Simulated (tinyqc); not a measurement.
Round nanowire with a gate all round, subbands and threshold shift from confinement: two steps of the calculation.

Undoped body with a flat potential across it, hard walls, transport along x. One isotropic valley (g = 1, mx = my = mz = me). Non-parabolicity enters the subband edges through E (1 + al E) = gamma, so E = 2 gamma/(1 + sqrt(1 + 4 al gamma)); motion within a subband is taken as parabolic with the band-edge mass. Energies are counted from the bulk band edge.

Parameters, values chosen for the exercise; masses close to those of InAs: temperature T = 300 K; mass at the band edge me = 0.0229 m0; non-parabolicity al = 2.8 1/eV; diameter t = 8.9 nm; widening of the box by penetration into the insulator dl = 0.3 nm.

Constants: q = 1.602176634e-19 C, kB = 1.380649e-23 J/K, hbar = 1.054571817e-34 J s, m0 = 9.1093837015e-31 kg, Vt = kB T/q, hbar^2/(2 m0) = 0.0380998212 eV nm^2. Results are converted to the units shown.

Problem 1. Lowest subbands. gamma = C (2 z/(t + dl))^2 (1/my + 1/mz)/2, z the zeros of the Bessel functions J_l (2.404826, 3.831706, 5.135622, 5.520078, ...), twofold for l > 0; the mean inverse mass is an approximation for anisotropic valleys, C = hbar^2/(2 m0). List the 7 lowest, labelled by quantum numbers, with degeneracy g and N_k: N_k = g sqrt(2 mx m0 kB T/(pi hbar^2)).

Wanted: E_k; g; N_k.

Solution 1.

E_k, subband 0,1 to 4,1 (eV): [0.26221, 0.48789, 0.70036, 0.76353, 0.90539, 1.0105, 1.1055]
g, subband 0,1 to 4,1: [1, 2, 2, 1, 2, 2, 2]
N_k, subband 0,1 to 4,1 (cm^-1): [7.0328e5, 1.4066e6, 1.4066e6, 7.0328e5, 1.4066e6, 1.4066e6, 1.4066e6]

Problem 2. Threshold shift. Each subband has N_k = g sqrt(2 mx m0 kB T/(pi hbar^2)); without degeneracy n = exp(EF/Vt) sum N_k exp(-E_k/Vt). Classical value Nc times pi t^2/4, Nc = sum over valleys of 2 g (m m0 kB T/(2 pi hbar^2))^1.5 with m = (mx my mz)^(1/3). Threshold shift dVT = Vt ln(classical value/sum N_k exp(-E_k/Vt)). Use the subbands listed.

E_k, subband 0,1 to 4,1 (eV): [0.26220725, 0.48789185, 0.70035712, 0.76352921, 0.90538851, 1.0105438, 1.1055153]
N_k, subband 0,1 to 4,1 (cm^-1): [7.0328023e5, 1.4065605e6, 1.4065605e6, 7.0328023e5, 1.4065605e6, 1.4065605e6, 1.4065605e6]

Give: shares; sum N_k exp(-E_k/Vt); Nc; classical value; dVT.

Solution 2.

shares, subband 0,1 to 4,1 (%): [99.97, 0.03, 0.00, 0.00, 0.00, 0.00, 0.00]
sum N_k exp(-E_k/Vt) = 27.69 cm^-1
Nc = 8.696e16 cm^-3
classical value = 5.410e4 cm^-1
dVT = 195.9 mV

Range of the model: Non-parabolicity also makes carriers heavier within each subband, which is left out, so densities of states are understated at high energy.

tinyqc, about 0.1 s, one thread, Intel Xeon 2.30GHz (shared host): `OMP_NUM_THREADS=1 python tinyqc.py 2350113 2350114 out.jsonl`
